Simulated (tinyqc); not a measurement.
# From one set of inputs to another, one input at a time

Model: gas flow in a process chamber: flow regimes, conductance, effective pumping speed, pump-down, outgassing and purge. Computed by tinyqc, a small Python program. Command: `OMP_NUM_THREADS=1 python tinyqc.py 3120660 3120661 out.jsonl pump ladder`. One thread of a shared host (Intel(R) Xeon(R) Processor @ 2.30GHz), about 0.01 s of CPU time with the checks.

Ideal gas, isothermal flow, a pump of constant speed at the end of a round pipe; process gas, volume gas and outgassing are given the same properties. 1 sccm = 101325 Pa x 1e-6 m^3/60 s x T/273.15 K.

The inputs printed are set A. Set A is modelled on oxygen near room temperature; the values taken over come from a set modelled on hydrogen near room temperature. Inputs not listed in the table keep their values of set A, so the rows need not describe a real material.

Inputs (values chosen for the exercise, modelled on oxygen near room temperature):
```
quantity            value           unit
molar mass M           32          g/mol
molecular diameter   0.36             nm
viscosity eta        20.6  micropascal s
temperature T         293              K
chamber volume V       13              L
pipe diameter d       6.3             cm
pipe length l         120             cm
pump speed S           92            L/s
process gas flow      840           sccm
```

Constants: k_B = 1.380649e-23 J/K; u = 1.6605390666e-27 kg.

Method:
- Mean speed c = sqrt(8 k_B T/(pi m)); aperture conductance C_a = c pi d^2/16; molecular pipe C_m = C_a/(1 + 3 l/(4 d)) (Dushman form); viscous pipe C_v = pi d^4 p_mean/(128 eta l); Knudsen interpolation C = C_v + C_m (1 + x)/(1 + 1.24 x), x = d p_mean sqrt(m/(k_B T))/eta.
- Effective speed 1/S_eff = 1/S + 1/C_m; time constant V/S_eff; pressure at which the free path k_B T/(sqrt2 pi d_m^2 p) equals d.
- Steady flow: the pump inlet is at p_2 = Q/S, and the chamber pressure p_1 solves Q = C((p_1 + p_2)/2) (p_1 - p_2). Residence time = p_1 V/Q.
- Knudsen number = free path at the mean pressure over d.

Each row keeps all changes above it:
```
input moved              from     to  chamber pressure p_1 (Pa)  S_eff in molecular flow (L/s)  residence time (s)
set A                       -      -                      21.38                         18.045               0.183
chamber volume V (L)       13    220                      21.38                         18.045               3.091
pipe diameter d (cm)      6.3    2.5                      87.68                          1.438              12.677
molar mass M (g/mol)       32  2.016                      80.97                          5.472              11.706
pipe length l (cm)        120    320                     135.17                          2.167              19.543
process gas flow (sccm)   840    960                     145.43                          2.167              18.398
pump speed S (L/s)         92     13                     200.42                          1.896              25.354
```

Chamber pressure p_1 goes from 21.4 to 200, a factor 9.38 in all. The largest single move comes from pipe diameter d (a factor 4.10). S_eff in molecular flow goes from 18.0 to 1.90, a factor 0.105 in all. The largest single move comes from pipe diameter d (a factor 0.0797), and molar mass M works against it (a factor 3.81). Residence time goes from 0.183 to 25.4, a factor 139 in all. The largest single move comes from chamber volume V (a factor 16.9). The single moves hold for this order of the switches; the total does not depend on the order.

Caution (rows pipe diameter d): S over the pipe area exceeds 0.3 of the mean molecular speed: the pipe end cannot pass this speed without choking, so p_2 = Q/S and the conductance formulas are only formal.

Extremes, crossings and ranges named in words are read from the listed rows.
